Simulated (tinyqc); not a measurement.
Comparisons within one model: standing waves and exposure in a photoresist film. A value that a table varies takes the place of the one given here.

Normal incidence from air. Unexposed resist: N1 = n1 + i k1 with k1 = (A + B) lam/(4 pi), lam in micrometres. r01 = (1 - N1)/(1 + N1), t01 = 2/(1 + N1). Substrate Ns = ns + i ks: r12 = (N1 - Ns)/(N1 + Ns). With p = exp(2 pi i N1 d/lam), the field at depth z is E(z) = t01 [exp(2 pi i N1 z/lam) + r12 p^2 exp(-2 pi i N1 z/lam)]/(1 + r01 r12 p^2), the relative intensity I(z) = n1 |E(z)|^2 and the reflectance R = |(r01 + r12 p^2)/(1 + r01 r12 p^2)|^2.

Inputs chosen for the exercise (a resist on Cu, indices near tabulated ones; the results hold for these values, not for the real material):
- lam = 365 nm (vacuum wavelength)
- n1 = 1.672 (resist index)
- A = 0.31 1/micrometre (bleachable absorption (Dill A))
- B = 0.04 1/micrometre (fixed absorption (Dill B))
- d = 689 nm (resist thickness)
- ns = 1.261 (substrate n)
- ks = 1.922 (substrate k)

## Swing of the coupled dose with resist thickness

The mean of I is taken over 800 depths; the relative dose to clear is taken as 1/(mean of I over the lowest period, 60 depths), scaled to 1 in the first row.

Swing:
```
d (nm)       R  mean I  relative dose
689.0   0.0437  1.3315          1.000
707.2   0.1594  1.1737          1.155
725.4   0.3200  0.9416          1.441
743.6   0.3775  0.8464          1.579
761.8   0.3149  0.9156          1.440
780.0   0.1492  1.1293          1.171
798.2   0.0360  1.2824          1.049
816.3   0.1475  1.1354          1.203
834.5   0.3052  0.9183          1.489
852.7   0.3625  0.8293          1.629
870.9   0.3009  0.8959          1.491
889.1   0.1390  1.0960          1.222
907.3   0.0293  1.2367          1.099
```

The period is 109.2 nm, six rows. The relative dose swings between 1.000 and 1.629, a ratio (max - min)/mean of 0.482, against the estimate 4 sqrt(|r01|^2 |r12|^2) exp(-(A + B) d) = 0.440 for the oscillating part alone; the ratio from the table also holds the slow rise from absorption, 9.9 % over two periods, so the two are not strictly comparable.

## What moves the exposure

The mean of I is over 800 depths. Each row changes one parameter from the base and keeps the others.

Results:
```
case                   |r12|^2       R  mean I  I at the bottom
base                    0.3100  0.0437  1.3315           0.8423
d = 699 nm              0.3100  0.0848  1.2775           0.7991
n1 = 1.689              0.3086  0.0646  1.3065           0.8309
B = 0.24 1/micrometre   0.3076  0.0201  1.1744           0.7092
ks = 1.73               0.2688  0.0309  1.2748           0.8773
ns = 1.387              0.2854  0.0355  1.2959           0.7859
```

The largest shifts from the base row, up to three for each result and ties (the steps differ in size, so this ranks the rows, not the parameters). |r12|^2: ks -0.0412, ns -0.0246, B -0.0024; unchanged at the printed digits by d. R: d +0.0411, B -0.0236, n1 +0.0209. mean I: B -0.1571, ks -0.0567, d -0.0540. I at the bottom: B -0.1331, ns -0.0564, d -0.0432.

tinyqc: `OMP_NUM_THREADS=1 python tinyqc.py 1652656 1652657 out.jsonl`; about 0.01 s, one thread, shared Intel(R) Xeon(R) Processor @ 2.30GHz.
